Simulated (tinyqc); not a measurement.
Chemical-mechanical planarisation: Preston law, pattern density and step-height reduction. From one set of inputs to another, one input at a time. Computed by tinyqc, a small Python program. Command: `OMP_NUM_THREADS=1 python tinyqc.py 3012294 3012295 out.jsonl cmp ladder`. One thread of a shared host (Intel(R) Xeon(R) Processor @ 2.30GHz), about 0.02 s of CPU time with the checks.

A row of 8 cells, repeated periodically, holds raised features that cover a share rho of each cell.

The inputs printed are set A. Set A is close to those used for oxide polishing; the values taken over come from a set close to those used for copper polishing. Inputs not listed in the table keep their values of set A, so the rows need not describe a real material.

Inputs (values chosen for the exercise, close to those used for oxide polishing):

| quantity | value | unit |
|---|---|---|
| Preston coefficient K | 5.2e-14 | 1/Pa |
| pressure P | 31 | kPa |
| platen and carrier speed | 60 | rpm |
| distance between the centres | 14 | cm |
| initial step height h0 | 310 | nm |
| contact height h_c | 40 | nm |
| film above the raised areas z0 | 680 | nm |
| cell size | 1.7 | mm |
| planarisation length | 4.4 | mm |
| polish time t | 120 | s |

local pattern densities, cell by cell: 0.7  0.7  0.6  0.6  0.25  0.4  0.4  0.9

Method:
- With equal rotation speeds the relative speed is uniform, v = omega r_c; Preston rate R0 = K P v.
- The stiff pad averages the density: rho_eff(i) = sum_j w_ij rho_j / sum_j w_ij, w = exp(-2 d^2/L^2), L the planarisation length and d the distance between cell centres, summed over all periodic images of cell j.
- While h > h_c only raised areas polish, at R0/rho_eff, until t_c = rho_eff (h0 - h_c)/R0. After that h = h_c exp(-(t - t_c)/tau), tau = rho_eff h_c/R0; low areas polish at R0 (1 - h/h_c) and raised areas at R0 [1 + (1 - rho_eff) h/(rho_eff h_c)]. Removed from raised areas after t_c: h0 - h_c + R0 (t - t_c) + (1 - rho_eff)(h_c - h); from low areas: R0 (t - t_c) - rho_eff (h_c - h). Film left = z0 less the removal from raised areas.

Each row keeps all changes above it:

| input moved | from | to | range of film left across the row (nm) | thinnest film left (nm) | blanket rate R0 (nm/s) |
|---|---|---|---|---|---|
| set A | - | - | 99.73 | 336.34 | 1.4180 |
| contact height h_c (nm) | 40 | 28 | 100.53 | 335.55 | 1.4180 |
| planarisation length (mm) | 4.4 | 3.3 | 122.27 | 323.74 | 1.4180 |
| polish time t (s) | 120 | 20 | 32.02 | 608.99 | 1.4180 |
| cell size (mm) | 1.7 | 1.3 | 24.85 | 614.64 | 1.4180 |
| pressure P (kPa) | 31 | 12 | 9.62 | 654.70 | 0.5489 |
| Preston coefficient K (1/Pa) | 5.2e-14 | 2.2e-13 | 40.69 | 572.96 | 2.3223 |
| platen and carrier speed (rpm) | 60 | 93 | 63.07 | 514.09 | 3.5995 |

Range of film left across the row goes from 99.7 to 63.1, a factor 0.632 in all. The largest single move comes from Preston coefficient K (a factor 4.23), but it runs against the net change; the largest move in the direction of the net change is polish time t (a factor 0.262). Thinnest film left goes from 336 to 514, a factor 1.53 in all. The largest single move comes from polish time t (a factor 1.88), and Preston coefficient K works against it (a factor 0.875). Blanket rate R0 goes from 1.42 to 3.60, a factor 2.54 in all. The largest single move comes from Preston coefficient K (a factor 4.23), and pressure P works against it (a factor 0.387). The single moves hold for this order of the switches; the total does not depend on the order.

Extremes, crossings and ranges named in words are read from the listed rows.
